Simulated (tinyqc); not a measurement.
Length of a molecular wire: coherent transport through a tight-binding bridge. Computed by the program tinyqc. T = Gamma_L Gamma_R |G_1n|^2 with the self-energies of semi-infinite chains.

A uniform bridge between two chains:
```
parameter                        value
site energy (eV)              3.850000
hopping in the bridge (eV)    1.030000
lead hopping (eV)             2.950000
couplings (eV)              0.73, 0.54
E (eV)                        0.230000
```

Transmission against length:
```
sites           T      ln T
2      5.1612e-04   -7.5692
3      5.0252e-05   -9.8985
4      4.8997e-06  -12.2263
6      4.6593e-08  -16.8818
7      4.5436e-09  -19.2095
8      4.4308e-10  -21.5373
9      4.3208e-11  -23.8650
10     4.2135e-12  -26.1927
```

Estimate the missing row, sites = 5.

Computed row:
```
sites           T      ln T
5      4.7780e-07  -14.5541
```

E lies outside the band of the bridge (|E - e|/2h = 1.757 > 1), so T decays as exp(-beta n) with beta = 2 arccosh(1.757) = 2.3277 a site; the last two rows give 2.3277.
